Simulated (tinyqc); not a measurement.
# Field from the level spacing

Inverse problem. In a triangular well E_k = a_k (C F^2/mz1)^(1/3), a_1 = 2.338107, a_2 = 4.087949, C = hbar^2/(2 m0), F in eV/nm (1 MV/cm = 0.1 eV/nm). Find F, E_1, the mean distance 2 E_1/(3 F) of the lowest level and the sheet charge eps0 eps_r F/q behind such a field.

Parameters, values chosen for the exercise:
- eps_r = 11.7 (relative permittivity)
- mz1 = 0.9 m0 (mass along z of valley set A (2 valley(s)))

Constants: q = 1.602176634e-19 C, hbar = 1.054571817e-34 J s, m0 = 9.1093837015e-31 kg, eps0 = 8.8541878128e-14 F/cm where lengths are in cm, hbar^2/(2 m0) = 0.0380998212 eV nm^2. Results are converted to the units shown.

spacing of the two lowest levels = 95.533007 meV

Answer. The spacing over a_2 - a_1 is the energy scale (C F^2/mz1)^(1/3), which gives F.

F = 0.620 MV/cm
E_1 = 128 meV
mean distance = 1.37 nm
sheet charge over q = 4.01e12 cm^-2

Numbers from tinyqc (`OMP_NUM_THREADS=1 python tinyqc.py 2160141 2160142 out.jsonl`; about 0.9 s on one thread of a shared Intel Xeon 2.30GHz).
